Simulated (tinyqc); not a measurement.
Range and order of the fit: effective mass of the split-off band from tabulated energies.

c = hbar^2/2m0.
Constants: hbar^2/2m0 = 3.80998211 eV angstrom^2.

Energies along [110], from the band edge downward:

| k (1/angstrom) | E (meV) |
|---|---|
| 0.000000 | 0.00000 |
| 0.005000 | 1.13540 |
| 0.010000 | 4.58910 |
| 0.015000 | 10.50350 |
| 0.020000 | 19.11350 |
| 0.025000 | 30.73660 |
| 0.030000 | 45.74860 |
| 0.035000 | 64.53530 |
| 0.040000 | 87.42310 |

reference mass (curvature of the model at k = 0.0001 1/angstrom) = 0.084184 m0

Least-squares fits of E = a k^2 (+ b k^4 + d k^6) over points 1 to n, and the line y = c k^2/E against E; errors of m against the reference.

Results:

| n | E at point n (meV) | one term (%) | two terms (%) | three terms (%) | line (%) | rms residual, one term (meV) |
|---|---|---|---|---|---|---|
| 3 | 10.5 | -2.76 | 0.00 | 0.00 | -0.04 | 0.045 |
| 4 | 19.1 | -4.60 | -0.01 | 0.00 | -0.10 | 0.137 |
| 5 | 30.7 | -6.78 | -0.06 | 0.02 | -0.21 | 0.317 |
| 6 | 45.7 | -9.21 | -0.19 | 0.06 | -0.39 | 0.621 |
| 7 | 64.5 | -11.78 | -0.49 | 0.14 | -0.66 | 1.081 |
| 8 | 87.4 | -14.38 | -1.05 | 0.28 | -1.03 | 1.709 |

The error of the parabola goes from -2.76 to -14.38 % as the range widens, and at n = 8 its residual, 1.71 meV, is only 2.0 % of the top energy: a small residual does not vouch for the mass. Over the full range (n = 8) the best form is three terms (0.28 %); the line errs by -0.04 % at n = 3 and -1.03 % at n = 8. Without scatter, a narrower range or a second term is the cure: at n = 8 the errors are -14.38, -1.05 and +0.28 % for one, two and three terms. Three terms on three points interpolate exactly.

(tinyqc, `OMP_NUM_THREADS=1 python tinyqc.py 1850308 1850309 out.jsonl`, Intel(R) Xeon(R) Processor @ 2.30GHz, 1 thread, shared host, about 0.01 s.)
